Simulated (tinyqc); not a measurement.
Voltage drop against the pad pitch.

A grid of 17 by 17 nodes with segments Rx (rows) and Ry (columns); every node draws I1 and the central node kh I1; pads with resistance Rp sit at the nodes whose row and column are multiples of the pitch, counting from 0. The drops u = Vdd - V follow from G u = i, with G the conductance matrix and i the load currents, solved directly.

Parameters, values chosen for the exercise:
- Vdd = 1 V (supply voltage)
- Rx = 0.21 ohm (resistance of a horizontal segment)
- Ry = 1.5 ohm (resistance of a vertical segment)
- Rp = 0.44 ohm (resistance from a pad node to the supply)
- kh = 3 (factor on the load at the hot node)
- I1 = 0.11 mA (load current of a node in the large grid)

Voltage drop against the pad pitch:

| pitch (nodes) | pads | worst drop (mV) | mean drop (mV) | largest drop at a pad (mV) | largest pad current (mA) | worst drop over Vdd (%) |
|---|---|---|---|---|---|---|
| 1 | 289 | 0.07350 | 0.04873 | 0.07350 | 0.1671 | 0.007350 |
| 2 | 81 | 0.2911 | 0.2250 | 0.2224 | 0.5054 | 0.02911 |
| 4 | 25 | 1.090 | 0.8716 | 0.7356 | 1.672 | 0.1090 |
| 8 | 9 | 3.585 | 3.043 | 2.234 | 5.077 | 0.3585 |
| 16 | 4 | 11.62 | 9.557 | 3.521 | 8.002 | 1.162 |

The worst drop goes from 0.0735 to 11.6 mV while the number of pads falls from 289 to 4; between the last two rows it goes as pitch^(1.70). The largest drop at a pad is 100 % of the worst drop in the first row and 30.3 % in the last; the rest falls along the wires.

Computed by the program tinyqc: `OMP_NUM_THREADS=1 python tinyqc.py 2770159 2770160 out.jsonl`, one thread of a shared Intel Xeon 2.30GHz, about 0.1 s for the whole run.
